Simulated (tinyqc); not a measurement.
Five forms on the same table: equation-of-state fits to an energy-volume table made by a known binding curve. Computed by tinyqc, a small Python program. Command: `OMP_NUM_THREADS=1 python tinyqc.py 3002398 3002399 out.jsonl eosfit walk`. One thread of a shared host (Intel(R) Xeon(R) Processor @ 2.30GHz), about 0.02 s of CPU time with the checks.

With x = (V/V_0)^(1/3), the energy per atom is E = -D [1 + eta (x - 1)] exp(-eta (x - 1)), so that B0 = D eta^2/(9 V_0) and B' = 1 + 2 eta/3. B' = dB/dP at P = 0.

Inputs (values chosen for the exercise, for a model crystal): cohesive energy D = 5.95 eV/atom; true volume V_0 = 14.5 angstrom^3/atom; stiffness eta = 6.03; half-width of the volume window w = 0.16; shift of the window centre s = 0.024; points N = 7; compression V/V_0 for the pressure test = 0.85; noise amplitude = 0.044 meV.

Binding curve: universal binding. Noise: added.

Constants: 1 eV/angstrom^3 = 160.2176634 GPa.

Method:
- B0 and B' from the formulas above; P = -dE/dV at V = c V_0 (c the compression chosen), from the curve itself.
- Table: V_j = V_0 [1 + s + w (2 j/(N - 1) - 1)], j = 0..N-1, rounded to 0.001; E_j from the curve plus the noise amplitude times the listed numbers xi_j (xi_0 first), rounded to 1e-7 eV.
- Murnaghan: E = E0 + (B0 V/B') [(V0/V)^B'/(B' - 1) + 1] - B0 V0/(B' - 1), P = (B0/B') [(V0/V)^B' - 1].
- Birch-Murnaghan: E = E0 + (9 V0 B0/16) [y^3 B' + y^2 (2 - 4 y)], y = (V0/V)^(2/3) - 1; P = (3 B0/2) (x^7 - x^5) [1 + (3/4)(B' - 4)(x^2 - 1)], x = (V0/V)^(1/3).
- Vinet: E = E0 + (9 B0 V0/h^2) {1 + [h (1 - x) - 1] exp(h (1 - x))}, P = 3 B0 (1 - x) x^-2 exp(h (1 - x)), x = (V/V0)^(1/3), h = (3/2)(B' - 1).
- All are least-squares fits to the energies; for polynomials in V, B0 = V E'' and B' = -1 - V E'''/E'' at the minimum.

numbers xi_j, drawn evenly from -1 to 1: [0.9940, -0.1183, -0.6594, -0.5206, 0.2782, 0.2774, -0.8705]

exact B0 = 265.614 GPa

exact B' = 5.02

exact pressure at c V_0 = 64.3566 GPa

Table:
```
V (angstrom^3)      E (eV)
12.528          -5.6530596
13.301          -5.8524178
14.075          -5.9390699
14.848          -5.9434222
15.621          -5.8881839
16.395          -5.7899860
17.168          -5.6615828
```

Fitted values:
```
form             V0 (angstrom^3)  B0 (GPa)       B'  P at c V_0 (GPa)
exact                     14.500    265.61   5.0200            64.357
parabola in V             14.783    252.91  -1.0000                 -
cubic in V                14.518    282.05   4.2585                 -
Murnaghan                 14.498    260.90   5.0832            65.855
Birch-Murnaghan           14.499    264.34   5.0455            64.800
Vinet                     14.500    265.65   5.0260            64.389
```

In B0 the Vinet form comes closest (+0.01 %) and the cubic in V form misses most (+6.19 %). A parabola in V has no third derivative, so its B' is -1 by construction. At c V_0, beyond the window, the pressure errors are Murnaghan +2.3 %, Birch-Murnaghan +0.7 %, Vinet 0.0 %; Murnaghan keeps B linear in P and so runs too stiff under compression.

Extremes, crossings and ranges named in words are read from the listed rows.
